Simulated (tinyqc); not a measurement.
Wafer bonding and layer transfer: bond energy, gap closing, particles, bonding of dissimilar wafers and hydrogen blisters: one step, computed by the program tinyqc.

gamma is the energy per area of each of the two surfaces; plates are isotropic.

Problem. Heating a pair with different expansion. M = E/(1 - nu), misfit e = (alpha_2 - alpha_1) dT. Curvature k = 6 M1 M2 t1 t2 (t1 + t2) e/[M1^2 t1^4 + M2^2 t2^4 + 2 M1 M2 t1 t2 (2 t1^2 + 3 t1 t2 + 2 t2^2)]; force per width F = k (M1 t1^3 + M2 t2^3)/(6 (t1 + t2)); at the interface s1 = F/t1 + M1 k t1/2, s2 = -F/t2 - M2 k t2/2; stored biaxial energy U = F^2 [1/(M1 t1) + 1/(M2 t2)] + k^2 (M1 t1^3 + M2 t2^3)/12; the pair can part when U > 2 gamma.

Inputs (values chosen for the exercise, with wafer 1 close to silicon):
```
quantity,value,unit
Young's modulus E1,150,GPa
Young's modulus E2,73.2,GPa
Poisson ratio nu,0.21,-
thickness t1,775,micrometre
thickness t2,200,micrometre
expansion mismatch alpha_2 - alpha_1,-1.2,1e-6/K
heating dT,300,K
```

Pair: two different wafers.

bond energy gamma = 0.2971001 J/m^2

Give: curvature; force per width; stress in wafer 1 at the interface; stress in wafer 2 at the interface; stored energy U; largest dT for this gamma.

Solution.

curvature = -0.25475 1/m

force per width = -3.8811 kN/m

stress in wafer 1 at the interface = -23.752 MPa

stress in wafer 2 at the interface = 21.766 MPa

stored energy U = 1.3972 J/m^2

largest dT for this gamma = 195.64 K

U exceeds 2 gamma: the pair can debond; the bond strengthens on heating, so slow ramps or thinning one wafer first help.
